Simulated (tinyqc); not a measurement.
Inside a calculation. Method: Hubbard chain of 2 sites. Computed by tinyqc, a small Python program that keeps every step. Settings: hopping = 1.51, U = 7.9, mixing = 1, iteration cap = 87. Command: `OMP_NUM_THREADS=1 python tinyqc.py 28723 28724 out.jsonl` (the two numbers bound the seeds that draw the settings). One thread of a shared host (Intel(R) Xeon(R) Processor @ 2.60GHz), about 0.2 s of CPU time with the checks. Later iterations appear only in the table of the cycle.

## Mean-field iteration 1

one-body matrix (hopping and site energies) (eV):
```
          1         2
1   0.51000  -1.51000
2  -1.51000   0.99000
```

U = 7.90000 eV

electrons, up and down: 1  1

mixing = 1

n(up) at the start (a guess, not normalised): 1 0.50000, 2 0.50000

n(down) at the start (a guess): 1 0.50000, 2 0.50000

H(up) = T + U n(down), H(down) = T + U n(up); fill the lowest levels; n(new) = n + mixing (n(out) - n); E = tr T (rho up + rho down) + U sum n_up n_down of the output.

levels, up (eV): 3.17105  6.22895

levels, down (eV): 3.17105  6.22895

energy = 2.48942 eV

n(up) after iteration 1: 1 0.57849, 2 0.42151

n(down) after iteration 1: 1 0.57849, 2 0.42151

## Mean-field iteration 2

As before.

levels, up (eV): 3.14291  6.25709

levels, down (eV): 3.14291  6.25709

energy = 2.87377 eV

n(up) after iteration 2: 1 0.37797, 2 0.62203

n(down) after iteration 2: 1 0.37797, 2 0.62203

## Mean-field iteration 3

As before.

levels, up (eV): 2.76872  6.63128

levels, down (eV): 2.76872  6.63128

energy = 4.32484 eV

n(up) after iteration 3: 1 0.81173, 2 0.18827

n(down) after iteration 3: 1 0.81173, 2 0.18827

## Convergence

Each step fills the lowest levels of T + U n(other spin) and sets n(new) = n + mixing (n(out) - n); stop when output and input agree to 1e-8.

Course of the cycle:
```
iteration     E (eV)  largest |n(out) - n(in)|  mean |n_up - n_down|
1          2.4894187                  7.85e-02               0.00000
2          2.8737740                  2.01e-01               0.00000
3          4.3248427                  4.34e-01               0.00000
4          6.8525367                  7.25e-01               0.00000
5          7.1472326                  8.73e-01               0.00000
6          7.9544488                  9.16e-01               0.00000
7          7.3228519                  9.22e-01               0.00000
8          7.9856668                  9.23e-01               0.00000
9          7.3268352                  9.23e-01               0.00000
10         7.9863450                  9.23e-01               0.00000
11         7.3269212                  9.23e-01               0.00000
...              ...                       ...                   ...
77         7.3269231                  9.23e-01               0.00000
78         7.9863600                  9.23e-01               0.00000
79         7.3269231                  9.23e-01               0.00000
80         7.9863600                  9.23e-01               0.00000
81         7.3269231                  9.23e-01               0.00000
82         7.9863600                  9.23e-01               0.00000
83         7.3269231                  9.23e-01               0.00000
84         7.9863600                  9.23e-01               0.00000
85         7.3269231                  9.23e-01               0.00000
86         7.9863600                  9.23e-01               0.00000
87         7.3269231                  9.23e-01               0.00000
```

Not converged within 87 iterations: the residual has stopped falling: the iteration swings between two states. The lowest mean-field energy found from random starts is 0.92089 eV. Reruns (cap 100 unless said): mixing 0.2: converged in 14 to a higher stationary point (E = 2.41945); mixing 0.5: converged in 74 to a higher stationary point (E = 2.41945); mixing 0.9: not converged; the original settings with a cap of 400: not converged.

## The many-body Hamiltonian

Basis: all placements (u, d, 2, 0 on each site), up operators ordered before down ones; hops carry the sign of the same-spin electrons passed.

H (eV):
```
          20        ud        du        02
20   8.92000  -1.51000  -1.51000   0.00000
ud  -1.51000   1.50000   0.00000  -1.51000
du  -1.51000   0.00000   1.50000  -1.51000
02   0.00000  -1.51000  -1.51000   9.88000
```

## Exact diagonalisation (4 states)

Lowest levels of the sector, and the double occupancy of the lowest state.

lowest levels (eV): 0.47513  1.50000  9.22940  10.59547

double occupancy per site = 0.05177
